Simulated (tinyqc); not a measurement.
Inside a calculation. Model: critical temperature from a phonon spectrum: McMillan, Allen-Dynes and the linearised Eliashberg equation. Computed by tinyqc, a small Python program that keeps every step. Command: `OMP_NUM_THREADS=1 python tinyqc.py 3018705 3018706 out.jsonl eliashberg walk`. One thread of a shared host (Intel(R) Xeon(R) Processor @ 2.30GHz), about 0.01 s of CPU time with the checks. Intermediate numbers are printed to about 5 digits and carried at full precision; extremes and crossings named in words are read from the listed rows.

alpha^2 F(omega) = sum_i (lambda_i omega_i/2) delta(omega - omega_i), so that lambda = 2 int alpha^2 F/omega d omega = sum_i lambda_i.

Inputs (values chosen for the exercise, for a model metal):

| quantity | value | unit |
|---|---|---|
| peak energy omega_1 | 11.5 | meV |
| coupling lambda_1 | 1.07 | - |
| peak energy omega_2 | 23 | meV |
| coupling lambda_2 | 1.92 | - |
| Coulomb pseudopotential mu* | 0.1 | - |
| trial temperature | 45.8 | K |
| Matsubara points N in the small matrix | 4 | - |

Peaks in alpha^2 F: two.

Constants: k_B = 8.617333262e-05 eV/K.

## Moments of the spectrum

omega_log = exp(sum lambda_i ln omega_i / lambda); omega_rms = sqrt(sum lambda_i omega_i^2 / lambda).

lambda = 2.99

omega_log = 17.947 meV

omega_rms = 19.673 meV

## McMillan and Allen-Dynes

McMillan form: k_B T_c = (omega_log/1.2) exp[-1.04 (1 + lambda)/(lambda - mu* (1 + 0.62 lambda))]. Allen-Dynes multiplies it by f1 f2: f1 = [1 + (lambda/L1)^(3/2)]^(1/3), L1 = 2.46 (1 + 3.8 mu*); f2 = 1 + (omega_rms/omega_log - 1) lambda^2/(lambda^2 + L2^2), L2 = 1.82 (1 + 6.3 mu*) omega_rms/omega_log.

T_c, McMillan form = 37.422 K

f1 = 1.2224

f2 = 1.0440

T_c, Allen-Dynes = 47.759 K

The two corrections raise T_c by 27.6 %. Caution: for lambda above about 1.5 the plain McMillan form saturates and falls short.

## The small kernel at the trial temperature

Linearised Eliashberg equation at omega_n = (2n + 1) pi k_B T, n = 0..N-1: lambda(j) = sum_i lambda_i omega_i^2/(omega_i^2 + (2 pi j k_B T)^2); K_mn = lambda(m - n) + lambda(m + n + 1) - 2 mu*(N) - delta_mn [2m + 1 + lambda(0) + 2 sum_(j=1..m) lambda(j)], with 1/mu*(N) = 1/mu* + ln(omega_rms/omega_N), omega_N = (2N + 1) pi k_B T. T_c is where the largest eigenvalue rho of K is zero.

lambda(j), j = 0, 1, ...: 2.9900  1.0773  0.3944  0.1925  0.1122  0.0730  0.0512  0.0378

mu*(N) = 0.12100

K, lower triangle (symmetric):
```
        1       2       3        4
1  -0.165
2   1.230  -5.204
3   0.345   0.947  -8.112
4   0.063   0.225   0.886  -10.533
```

## Largest eigenvalue of the small kernel

K is the kernel of the linearised Eliashberg equation on the Matsubara points omega_n = (2n + 1) pi k_B T; T_c is where its largest eigenvalue rho is zero. Diagonalise K; at rho = 0 the eigenvector c is the gap function Delta_n/omega_n up to a factor; away from it Delta_n/Delta_0 = (2n + 1) c_n/c_0 is only an estimate.

largest eigenvalue rho = 0.15920

Delta_n/Delta_0: 1.0000  0.7277  0.3565  0.1182

rho > 0: in this small matrix the trial temperature lies below T_c.

## Critical temperature from the full kernel

N is the smallest integer at or above 8 omega_max/(2 pi k_B T_AD), omega_max the highest peak and T_AD the Allen-Dynes value.

N used = 8

T_c, Eliashberg = 48.861 K

k_B T_c/omega_log = 0.23461

Allen-Dynes/Eliashberg = 0.97744

McMillan/Eliashberg = 0.76588

## Scaling the whole coupling

All lambda_i are multiplied by s. The last column is the large-lambda limit for mu* = 0, k_B T_c = 0.1827 omega_rms sqrt(lambda).

T_c (K):

| s | lambda | McMillan | Allen-Dynes | Eliashberg | large-lambda limit |
|---|---|---|---|---|---|
| 0.6 | 1.794 | 27.678 | 31.538 | 31.46 | 55.87 |
| 0.8 | 2.392 | 33.479 | 40.407 | 40.93 | 64.51 |
| 1.0 | 2.990 | 37.422 | 47.759 | 48.86 | 72.12 |
| 1.3 | 3.887 | 41.398 | 57.102 | 59.07 | 82.23 |
| 1.7 | 5.083 | 44.756 | 67.642 | 70.34 | 94.04 |
| 2.3 | 6.877 | 47.777 | 80.997 | 84.68 | 109.38 |
| 3.2 | 9.568 | 50.305 | 97.784 | 102.63 | 129.02 |

McMillan/Eliashberg runs from 0.88 at lambda = 1.79 to 0.49 at 9.57: the exponential form levels off at large lambda, while the true T_c keeps rising (exponent 0.58 between the last rows, tending to 1/2). Allen-Dynes stays within about 5 % over the table. The last row reaches 80 % of the mu* = 0 limit; with mu* above zero T_c stays below that line at any lambda.

## Isotope exponent

T_c ~ M^(-a). All omega_i scale as M^(-1/2) at fixed lambda, but mu* = mu/(1 + mu ln(E_F/omega)) changes: d mu*/d ln omega = mu*^2. In the McMillan form a = (1/2) [1 - 1.04 (1 + lambda)(1 + 0.62 lambda) mu*^2/(lambda - mu* (1 + 0.62 lambda))^2].

isotope exponent a = 0.49191

The exponent is close to the BCS value 1/2.

Checks made by the program: one-point kernel at mu* = 0: rho = lambda(1) - 1 (relative difference 5e-10); T_c against the Allen-Dynes fit (relative difference 2e-02).
